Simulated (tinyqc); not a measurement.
Inside a calculation. Method: Hubbard ring of 5 sites. One step of it, computed by the program tinyqc.

Task: Mean-field iteration 1. H(up) = T + U n(down), H(down) = T + U n(up); fill the lowest levels; n(new) = n + mixing (n(out) - n); E = tr T (rho up + rho down) + U sum n_up n_down of the output.

one-body matrix (hopping and site energies) (eV), order 1, 2, 3, 4, 5:
```
[[0.000000, -1.690000, 0.000000, 0.000000, -1.690000],
 [-1.690000, 0.000000, -1.690000, 0.000000, 0.000000],
 [0.000000, -1.690000, 0.000000, -1.690000, 0.000000],
 [0.000000, 0.000000, -1.690000, 0.000000, -1.690000],
 [-1.690000, 0.000000, 0.000000, -1.690000, 0.000000]]
```

U = 3.600000 eV

electrons, up and down: [3, 2]

mixing = 1

n(up) at the start (a guess, not normalised): [0.650000, 0.550000, 0.650000, 0.550000, 0.650000]

n(down) at the start (a guess): [0.350000, 0.450000, 0.350000, 0.450000, 0.350000]

Give: levels, up; levels, down; energy; n(up) after iteration 1; n(down) after iteration 1.

Result:

levels, up (eV): [-1.982, 0.243, 0.469, 4.101, 4.189]

levels, down (eV): [-1.190, 1.028, 1.268, 4.892, 4.982]

energy = -5.636 eV

n(up) after iteration 1: [0.621, 0.564, 0.630, 0.564, 0.621]

n(down) after iteration 1: [0.304, 0.597, 0.199, 0.597, 0.304]
